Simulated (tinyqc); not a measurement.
Worked calculation: CIS and TDHF on RHF in the sto-6g basis, for H2, spin multiplicity 1. Computed by tinyqc, a small Python program that keeps every step (integrals from PySCF). Settings: charge = 0, multiplicity = 1, basis = sto-6g, method = RHF, energy threshold = 1e-10, iteration cap = 84, orthogonalisation = symmetric, start = core, DIIS depth = 6, TDHF = 1. Command: `OMP_NUM_THREADS=1 python tinyqc.py 24216 24217 out.jsonl` (the two numbers bound the seeds that draw the settings). One thread of a shared host (Intel(R) Xeon(R) Processor @ 2.60GHz), about 0.04 s of CPU time with the checks. The early iterations of the SCF are left out here.

## One-electron integrals

Geometry (angstrom):
```
atom,x,y,z
H,0.000000,0.000000,0.000000
H,0.000000,0.000000,0.794000
```

Basis sto-6g: exponents (1/bohr^2) and contraction coefficients of normalised primitives:
```
element,l (shell),exponent,coefficient
H,s (1),35.523221,0.009164
H,s (1),6.513144,0.049361
H,s (1),1.822143,0.168538
H,s (1),0.625955,0.370563
H,s (1),0.243077,0.416492
H,s (1),0.100112,0.130334
```

Overlap, kinetic and nuclear-attraction integrals over the contracted functions; the nuclear repulsion is the sum of Za Zb / Rab.

nuclear repulsion = 0.66647004 hartree

overlap S:
```
,1H 1s,2H 1s
1H 1s,1.000000,0.624594
2H 1s,0.624594,1.000000
```

kinetic energy T (hartree):
```
,1H 1s,2H 1s
1H 1s,0.768522,0.204132
2H 1s,0.204132,0.768522
```

nuclear attraction V (hartree):
```
,1H 1s,2H 1s
1H 1s,-1.859877,-1.103681
2H 1s,-1.103681,-1.859877
```

core Hamiltonian H = T + V (hartree):
```
,1H 1s,2H 1s
1H 1s,-1.091355,-0.899549
2H 1s,-0.899549,-1.091355
```

## Two-electron integrals

Functions are numbered as in S; the eight-fold symmetry (ij|kl) = (ji|kl) = (kl|ij) leaves the list below.

Two-electron integrals (ij|kl) in chemists' order, unique and non-zero (hartree):
```
i,j,k,l,(ij|kl)
1,1,1,1,0.774999
2,1,1,1,0.414105
2,1,2,1,0.262907
2,2,1,1,0.549858
2,2,2,1,0.414105
2,2,2,2,0.774999
```

## Orthogonalisation

S = U s U^T; symmetric (Loewdin) form X = U s^(-1/2) U^T, so that X^T S X = 1.

eigenvalues of S: 0.375406  1.624594

X:
```
,1H 1s,2H 1s
1H 1s,1.208336,-0.423774
2H 1s,-0.423774,1.208336
```

## Iteration 2 (converged): orbitals

converged F (hartree):
```
,1H 1s,2H 1s
1H 1s,-0.340392,-0.571138
2H 1s,-0.571138,-0.340392
```

Diagonalise F' = X^T F X, C = X C', fill 1 alpha and 1 beta electrons from the bottom; D = 2 C_occ C_occ^T. Each column has its largest component positive (the first on a tie).

F' = X^T F X (hartree):
```
,1,2
1,0.026787,-0.587869
2,-0.587869,0.026787
```

orbital energies (hartree): MO1 -0.561082, MO2 0.614656

coefficients C:
```
,MO1,MO2
1H 1s,0.554769,1.154076
2H 1s,0.554769,-1.154076
```

D after iteration 2:
```
,1H 1s,2H 1s
1H 1s,0.615538,0.615538
2H 1s,0.615538,0.615538
```

## Convergence

Stop when the energy changes by less than 1e-10 hartree and every element of the error matrix X^T (F D S - S D F) X is below 3e-06.

Course of the cycle:
```
iteration,E (hartree),change,largest element of the error matrix
1,-1.12008947,-,3.41e-16
2,-1.12008947,-4.44e-16,3.61e-16
```

PySCF RHF in the same basis = -1.12008947 hartree

Converged in 2 iterations.

## Integrals over molecular orbitals

(pq|rs) = sum C_ip C_jq C_kr C_ls (ij|kl), one index at a time.

one-electron integrals over orbitals h = C^T H C (hartree):
```
,1,2
1,-1.225478,0.000000
2,0.000000,-0.510928
```

Two-electron integrals over orbitals (pq|rs), unique and non-zero (hartree):
```
p,q,r,s,(pq|rs)
1,1,1,1,0.664396
2,1,2,1,0.184577
2,2,1,1,0.655080
2,2,2,2,0.689179
```

## CIS matrix, singlets

A(ia,jb) = (e_a - e_i) d_ij d_ab + 2 (ia|jb) - (ij|ab).

CIS matrix A, singlet (hartree):
```
,1>2
1>2,0.889811
```

## CIS singlet states

dipole integrals <i|r|a> (bohr):
```
,x,y,z
1>2,0.000000,0.000000,-0.960653
```

Diagonalise A (1 hartree = 27.211386 eV); each vector has its largest component positive (the first on a tie). The transition dipole is mu = sqrt2 sum c_ia <i|r|a>.

singlet excitation energies (eV): 24.212981

lowest vectors:
```
,state 1
1>2,1.000000
```

oscillator strengths 2/3 w |mu|^2: 1.094887

## TDHF (RPA) singlet states

B(ia,jb) = 2 (ia|jb) - (ib|ja); the squared energies are the eigenvalues of (A - B)(A + B); 1 hartree = 27.211386 eV.

TDHF matrix B, singlet (hartree):
```
,1>2
1>2,0.184577
```

squared energies w^2 (hartree^2): 0.757694

TDHF energies from the positive w^2 (eV): 23.686326

## CIS matrix, triplets

A(ia,jb) = (e_a - e_i) d_ij d_ab - (ij|ab).

CIS matrix A, triplet (hartree):
```
,1>2
1>2,0.520657
```

## CIS triplet states

Diagonalise A (1 hartree = 27.211386 eV); each vector has its largest component positive (the first on a tie).

triplet excitation energies (eV): 14.167800

lowest vectors:
```
,state 1
1>2,1.000000
```

## TDHF (RPA) triplet states

B(ia,jb) = - (ib|ja); the squared energies are the eigenvalues of (A - B)(A + B); 1 hartree = 27.211386 eV.

TDHF matrix B, triplet (hartree):
```
,1>2
1>2,-0.184577
```

squared energies w^2 (hartree^2): 0.237015

TDHF energies from the positive w^2 (eV): 13.247646
